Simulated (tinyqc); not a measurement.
From results back to parameters: k.p values derived from sp3s* tight binding at Gamma. Three cases, with inputs chosen for the exercise.

Problem. The electron mass obeys m0/m = A + Ep/EG, where A gathers the direct term and the higher bands, and Ep = P^2/c with c = hbar^2/2m0, P = (a/4)(sa pc Vsapc + sc pa Vscpa). The mass comes from a hidden Vscpa (s cation, p anion); sa, sc are the anion and cation parts of S+, the upper s level at Gamma, and pa, pc those of P-, the lower p level (P+ is the upper one).

Constants: hbar^2/2m0 = 3.80998211 eV angstrom^2.

Case 1.

Values chosen (out of a larger set: near a published set for Ge, fitted to gaps, whose masses and valley positions are rough; not measured data): a = 5.655 angstrom (lattice constant); Vsapc = 5.518 eV (s anion, p cation).

m = 0.0560759 m0
A = -1.76578
EG = 0.815000 eV

sa, sc, pa, pc: 0.707107  -0.707107  0.707107  -0.707107

Case 2.

Values chosen (out of a larger set: near a published set for GaAs, fitted to gaps, whose masses and valley positions are rough; not measured data): a = 5.649 angstrom (lattice constant); Vsapc = 4.502 eV (s anion, p cation).

m = 0.1193905 m0
A = -1.54153
EG = 1.539172 eV

sa, sc, pa, pc: 0.547879  -0.836558  0.883060  -0.469261

Case 3.

Values chosen (out of a larger set: near a published set for Ge, fitted to gaps, whose masses and valley positions are rough; not measured data): a = 5.655 angstrom (lattice constant); Vsapc = 5.483 eV (s anion, p cation).

m = 0.0654821 m0
A = -1.77837
EG = 0.925000 eV

sa, sc, pa, pc: 0.707107  -0.707107  0.707107  -0.707107

Find: Ep; Vscpa.

Solution. Ep = (m0/m - A) EG gives |P|; both terms of P have the sign of sc pa, and the linear relation gives Vscpa. A is held fixed, though its part from P+ also depends on Vscpa.

Case 1.

Ep = 15.97 eV
Vscpa = 5.52 eV

Case 2.

Ep = 15.26 eV
Vscpa = 5.74 eV

Case 3.

Ep = 15.77 eV
Vscpa = 5.48 eV

Computed by tinyqc, one run a case: `OMP_NUM_THREADS=1 python tinyqc.py N N+1 out.jsonl` with N = 1450001, 1450017, 1450022; one thread of a shared Intel(R) Xeon(R) Processor @ 2.30GHz, about 0.01 s a run at most.
